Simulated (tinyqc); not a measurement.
# From chi back to temperature T

Model: classical Heisenberg spin chain: exact results, Metropolis, heat-bath and over-relaxation steps, and a Monte Carlo run. Computed by tinyqc, a small Python program. Command: `OMP_NUM_THREADS=1 python tinyqc.py 3130481 3130482 out.jsonl heismc inv`. One thread of a shared host (Intel(R) Xeon(R) Processor @ 2.30GHz), about 0.01 s of CPU time with the checks.

E = -J sum_i s_i . s_(i+1) for unit vectors s_i on an open chain; K = J/(k_B T).

Inputs (values chosen for the exercise, for a model chain of large moments): coupling J = 24 meV; moment mu = 5.3 mu_B.

Constants: k_B = 8.617333262e-05 eV/K; mu_B = 5.7883818060e-05 eV/T.

Method. Each bond angle is independent, so u = <s_i . s_(i+1)> = coth K - 1/K, <s_i . s_(i+n)> = u^n, correlation length xi = -1/ln|u|, energy per bond -J u, heat capacity per bond c/k_B = 1 - K^2/sinh^2 K, and for the long chain chi = mu^2 (1 + u)/(3 k_B T (1 - u)) per spin.

Question. A run gave the result below. Find the temperature T, known to lie between 480 and 850 K.

chi = 0.01510829 mu_B/T per spin

Answer.

Each step takes the trial c = (a f_b - b f_a)/(f_b - f_a), f being the result less the target and a, b, c the logarithms of the listed values; c replaces end b, the old b replaces a if the sign of f changed, and otherwise f_a is halved.

Scan of the range:

| temperature T (K) | chi (mu_B/T per spin) |
|---|---|
| 480 | 0.0192184 |
| 528 | 0.0168834 |
| 581 | 0.0148694 |
| 639 | 0.0131402 |
| 703 | 0.0116368 |
| 773 | 0.0103360 |
| 850 | 0.0091995 |

False position (Illinois rule, in the logarithm of the input) inside the bracket:

| step | end a | end b | trial | chi (mu_B/T per spin) |
|---|---|---|---|---|
| 1 | 528.000 | 581.000 | 574.445 | 0.0150929 |
| 2 | 528.000 | 574.445 | 573.620 | 0.0151215 |
| 3 | 574.445 | 573.620 | 574.000 | 0.0151083 |
| 4 | 573.620 | 574.000 | 574.000 | 0.0151083 |

chi falls at every point of a 13-point scan of the range (every second point is shown), so one value fits; it is bracketed by 528 and 581. Answer: temperature T = 574.0 K.
